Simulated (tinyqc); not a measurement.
## Trap density by the high-low method

Inverse problem. In depletion, where minority carriers are negligible, a MOS capacitor has 1/C_LF = 1/Cox + 1/(Cd + q Dit) and 1/C_HF = 1/Cox + 1/Cd. Find Cd and Dit.

Constants: q = 1.602176634e-19 C. Results are converted to the units shown.

Cox, C_LF, C_HF (uF/cm^2): 0.40950619  0.068838403  0.038663170

Answer. Removing Cox from each series combination leaves Cd + q Dit and Cd; their difference over q is Dit.

Cd = 0.0427 uF/cm^2
Dit = 2.50e11 cm^-2 eV^-1

Program tinyqc, `OMP_NUM_THREADS=1 python tinyqc.py 2060140 2060141 out.jsonl`; Intel Xeon 2.30GHz, shared host, one thread, about 0.01 s.
